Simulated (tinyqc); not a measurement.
Geometry relaxation of a small cluster: one step, computed by the program tinyqc. Command: `OMP_NUM_THREADS=1 python tinyqc.py 3006231 3006232 out.jsonl relax walk`. One thread of a shared host (Intel(R) Xeon(R) Processor @ 2.30GHz), about 0.01 s of CPU time with the checks.

E = sum_i {sum_j A exp(-p (r_ij/r0 - 1)) - xi sqrt(rho_i)}, rho_i = sum_j exp(-2 q (r_ij/r0 - 1)); the force on i is -sum_j w_ij (R_i - R_j)/r_ij with w_ij = -(2p/r0) A exp(-p (r_ij/r0 - 1)) + (xi q/r0) exp(-2 q (r_ij/r0 - 1)) (rho_i^(-1/2) + rho_j^(-1/2)).

Task: The first two steps. Conjugate gradient (Polak-Ribiere): d = F + beta d(old), beta = max(0, F.(F - F(old))/|F(old)|^2), d = F at first; step length from one secant, s = eta (F.d)/(F.d - F(R + eta d).d), replaced by eta if that is not positive; R(new) = R + s d. No atom moves more than 0.3 angstrom a step (the whole step is scaled). Stop when the largest force component is below 1e-5 eV/angstrom.

Inputs (values chosen for the exercise, for model atoms):

| quantity | value | unit |
|---|---|---|
| length r0 | 2.56 | angstrom |
| repulsion A | 0.18 | eV |
| hopping xi | 2.21 | eV |
| decay p | 11.6 | - |
| decay q | 3.27 | - |
| step factor eta | 0.024 | angstrom^2/eV |

Potential: Gupta. Method: conjugate gradient.

starting positions (angstrom):
```
           x     y      z
atom 1  0.06  0.04  -0.19
atom 2  2.38  0.03   0.11
atom 3  1.23  2.05  -0.02
atom 4  1.13  0.66   1.85
```

Give: positions after step 1; energy after step 1; positions after step 2; energy after step 2.

Result:

positions after step 1 (angstrom):
```
            x      y       z
atom 1  0.056  0.038  -0.187
atom 2  2.408  0.013   0.083
atom 3  1.228  2.063  -0.025
atom 4  1.108  0.666   1.879
```

energy after step 1 = -14.40 eV

positions after step 2 (angstrom):
```
            x      y       z
atom 1  0.075  0.046  -0.168
atom 2  2.410  0.012   0.063
atom 3  1.230  2.052  -0.019
atom 4  1.085  0.671   1.874
```

energy after step 2 = -14.42 eV
